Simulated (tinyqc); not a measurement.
Biaxially strained (001) channel, valley splitting in an inversion layer: one step of the calculation.

A thin layer grown on a relaxed buffer is stretched in the plane. The two valleys with their long axis along the growth direction (D2) sink against the four in-plane ones (D4); confinement in a triangular well splits them too. Only the lowest subband of each set is kept; one relaxation time, so the weakening of intervalley scattering is left out.

Problem. Subband edges and densities of states. Levels E(m) = 2.33811 (hbar^2 q^2 F^2/(2 m))^(1/3): E2 = E(ml), E4 = E(mt) + D; N2 = 2 mt kB T/(pi hbar^2), N4 = 4 sqrt(mt ml) kB T/(pi hbar^2).

Values chosen for this exercise; values close to those of silicon on relaxed silicon-germanium:
- T = 273 K (temperature)
- x = 0.29 (germanium share of the relaxed buffer)
- b1 = 0.0418 (lattice mismatch per unit x)
- c11 = 168 GPa (elastic constant)
- c12 = 65.6 GPa (elastic constant)
- Xu = 9.04 eV (shear deformation potential)
- ml = 0.913 m0 (longitudinal mass)
- mt = 0.193 m0 (transverse mass)
- F = 0.31 MV/cm (confining field)

Constants: q = 1.602176634e-19 C, kB = 1.380649e-23 J/K, hbar = 1.054571817e-34 J s, m0 = 9.1093837015e-31 kg, hbar^2/(2 m0) = 0.0380998212 eV nm^2. Results are converted to the units shown.

D = 195.16189 meV

Wanted: E2; E4; N2; N4.

Solution.

E2 = 0.080031 eV
E4 = 0.32951 eV
N2 = 3.7933e12 cm^-2
N4 = 1.6501e13 cm^-2

Of the gap E4 - E2 = 249 meV, confinement gives 54.3 meV.

Program tinyqc, `OMP_NUM_THREADS=1 python tinyqc.py 2530054 2530055 out.jsonl`; Intel Xeon 2.30GHz, shared host, one thread, about 0.02 s.
